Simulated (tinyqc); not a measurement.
From one set of inputs to another, one input at a time: implant damage, amorphisation by cascade overlap, and solid-phase epitaxial regrowth. Computed by tinyqc, a small Python program. Command: `OMP_NUM_THREADS=1 python tinyqc.py 3112009 3112010 out.jsonl sper ladder`. One thread of a shared host (Intel(R) Xeon(R) Processor @ 2.30GHz), about 0.02 s of CPU time with the checks.

Range and width of the damage are inputs. Dynamic annealing enters only through the surviving share f.

The inputs printed are set A. Set A is modelled on arsenic ions in germanium; the values taken over come from a set modelled on arsenic ions in silicon. Inputs not listed in the table keep their values of set A, so the rows need not describe a real material.

Inputs (values chosen for the exercise, modelled on arsenic ions in germanium): atomic density N = 44.2 1/nm^3; ion Z1 = 33; ion mass M1 = 74.9 u; target Z2 = 32; target mass M2 = 72.63 u; ion energy E = 75 keV; displacement energy E_d = 13 eV; depth of the damage peak R_d = 41 nm; width of the damage profile s_d = 25 nm; share of defects that survive f = 0.83; critical displaced share x_c = 0.16; dose Q = 9.8e+14 1/cm^2; regrowth prefactor v0 = 2.6e+16 nm/s; regrowth energy E_a = 2.14 eV; anneal temperature = 393 C; rate relative to (100) = 1; peak enhancement by the dopant = 8.5; ramp rate = 8.5 K/s.

Constants: a_0 = 0.529177210903 angstrom; e^2/(4 pi eps_0) = 14.39964548 eV angstrom; k_B = 8.617333262e-05 eV/K.

Method:
- Robinson partition: eps = E a M2/(Z1 Z2 (e^2/(4 pi eps_0)) (M1 + M2)), a = 0.8853 a_0/sqrt(Z1^(2/3) + Z2^(2/3)); k = 0.0793 Z1^(2/3) Z2^(1/2) (M1 + M2)^(3/2)/((Z1^(2/3) + Z2^(2/3))^(3/4) M1^(3/2) M2^(1/2)); damage energy T_d = E/(1 + k (eps + 0.40244 eps^(3/4) + 3.4008 eps^(1/6))); displacements nu = 0.8 T_d/(2 E_d).
- Displaced share x(z) = f nu Q exp(-(z - R_d)^2/(2 s_d^2))/(sqrt(2 pi) s_d N); the layer is amorphous where x > x_c, between R_d -/+ s_d sqrt(2 ln(x_max/x_c)), the upper edge being cut at the surface. Threshold dose Q_c = Q x_c/x_max.
- v = v0 x orientation factor x exp(-E_a/(k_B T)) x [1 + (enhancement - 1) exp(-(z - R_d)^2/(2 s_d^2))], T = anneal temperature + 273.15 K; the dopant is taken to follow the damage profile; the lower front moves from the lower edge z2 to the surface, or to the middle (z1 + z2)/2 of a buried layer with upper edge z1; time = int dz/v; the equivalent undoped distance is that time times the undoped velocity.
- On a linear ramp from 200 C regrowth ends at the T_f where int v_undoped dT/(ramp rate) equals the equivalent undoped distance.

Each row keeps all changes above it:
```
input moved                              from       to  threshold dose Q_c (1/cm^2)  time with enhancement (s)  temperature at which regrowth ends (C)
set A                                       -        -                   3.4330e+13                     16.708                                  431.07
share of defects that survive f          0.83     0.35                   8.1412e+13                     12.933                                  426.26
ramp rate (K/s)                           8.5        5                   8.1412e+13                     12.933                                  416.49
ion energy E (keV)                         75       55                   1.0829e+14                     11.791                                  414.81
depth of the damage peak R_d (nm)          41       30                   1.0829e+14                     10.017                                  411.87
peak enhancement by the dopant            8.5       12                   1.0829e+14                      7.466                                  406.64
dose Q (1/cm^2)                       9.8e+14  2.5e+15                   1.0829e+14                     10.880                                  413.36
width of the damage profile s_d (nm)       25       14                   6.0644e+13                      9.693                                  411.29
```

Where does the difference come from?

Threshold dose Q_c goes from 3.43e13 to 6.06e13, a factor 1.77 in all. The largest single move comes from share of defects that survive f (a factor 2.37), and width of the damage profile s_d works against it (a factor 0.560). Time with enhancement goes from 16.7 to 9.69, a factor 0.580 in all. The largest single move comes from dose Q (a factor 1.46), but it runs against the net change; the largest move in the direction of the net change is peak enhancement by the dopant (a factor 0.745). Temperature at which regrowth ends goes from 431 to 411, a factor 0.954 in all. The largest single move comes from ramp rate (a factor 0.9771), and dose Q works against it (a factor 1.017). The single moves hold for this order of the switches; the total does not depend on the order.

Extremes, crossings and ranges named in words are read from the listed rows.
